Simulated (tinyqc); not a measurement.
Born-von Karman spring model of a cubic crystal with one atom per cell: one step, computed by the program tinyqc.

First neighbours lie at a/2 (1,1,0) (12 of them), second at a (1,0,0) (6), with all permutations and signs; the volume per atom is Omega = a^3/4.

Task: Frequencies and polarisations. Diagonalise D. An eigenvalue lambda of D in eV/(angstrom^2 u) gives nu = 15.6333042 THz x sqrt(lambda). Eigenvectors are columns, with the largest component positive; the longitudinal weight is (e.q)^2/q^2.

Inputs (values chosen for the exercise, for a model crystal).

Lattice: fcc.

wave vector q (2 pi/a): [0.18, 0.35, 0]

D(q) (eV/(angstrom^2 u)), rows x, y, z:
```
[[0.01439709, 0.00642782, 0.00000000],
 [0.00642782, 0.02176078, 0.00000000],
 [0.00000000, 0.00000000, 0.01225110]]
```

Constants: nu for 1 eV/(angstrom^2 u) = 15.6333042 THz.

Give: eigenvalues; frequencies; polarisation vectors; longitudinal weights.

Result:

eigenvalues (eV/(angstrom^2 u)): [0.010671, 0.012251, 0.025487]

frequencies (THz): [1.6150, 1.7304, 2.4958]

polarisation vectors, rows x, y, z, columns mode 1, mode 2, mode 3:
```
[[0.8652, 0.0000, 0.5015],
 [-0.5015, 0.0000, 0.8652],
 [0.0000, 1.0000, 0.0000]]
```

longitudinal weights: [0.00253, 0.00000, 0.99747]

Mode 3 is the most longitudinal, with weight 1.00.
